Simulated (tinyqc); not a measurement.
Trap-assisted generation and recombination current of an abrupt junction: one step, computed by the program tinyqc. Command: `OMP_NUM_THREADS=1 python tinyqc.py 3022965 3022966 out.jsonl junctionleak walk`. One thread of a shared host (Intel(R) Xeon(R) Processor @ 2.30GHz), about 0.01 s of CPU time with the checks.

Depletion approximation, flat quasi-Fermi levels across the depleted layer, long neutral regions with minority lifetimes tau_n and tau_p, full ionisation and Boltzmann statistics. Voltages in exponents stand for e V.

Task: Built-in voltage and diffusion current. N_c = 2 M_c (2 pi m_e k_B T/h^2)^(3/2) and N_v = 2 (2 pi m_h k_B T/h^2)^(3/2), masses in units of m_0. n_i = sqrt(N_c N_v) exp(-E_g/2 k_B T); V_bi = (k_B T/e) ln(N_A N_D/n_i^2); diffusion saturation current J_d0 = e n_i^2 [sqrt(D_n/tau_n)/N_A + sqrt(D_p/tau_p)/N_D].

Inputs (values chosen for the exercise, with bands and screening modelled on InP):
```
quantity,value,unit
gap E_g,1.34,eV
electron mass m_e,0.0759,m_0
valleys M_c,1,-
hole mass m_h,0.578,m_0
acceptor density N_A,5.9e+16,cm^-3
donor density N_D,2.5e+17,cm^-3
capture time tau_n,4.7e-09,s
capture time tau_p,5e-07,s
electron diffusion coefficient D_n,5.4,cm^2/s
hole diffusion coefficient D_p,2.5,cm^2/s
temperature T,350,K
```

Field enhancement: none.

Constants: k_B = 8.617333262e-05 eV/K; m_0 = 9.1093837015e-31 kg; k_B = 1.380649e-23 J/K; h = 6.62607015e-34 J s; e = 1.602176634e-19 C.

Give: k_B T; n_i; V_bi; J_d0.

Result:

k_B T = 0.03016 eV

n_i = 6.824e+08 cm^-3

V_bi = 1.146 V

J_d0 = 4.353e-14 A/cm^2

Caution: one side is doped near or above its effective density of states, so Boltzmann statistics understate V_bi.
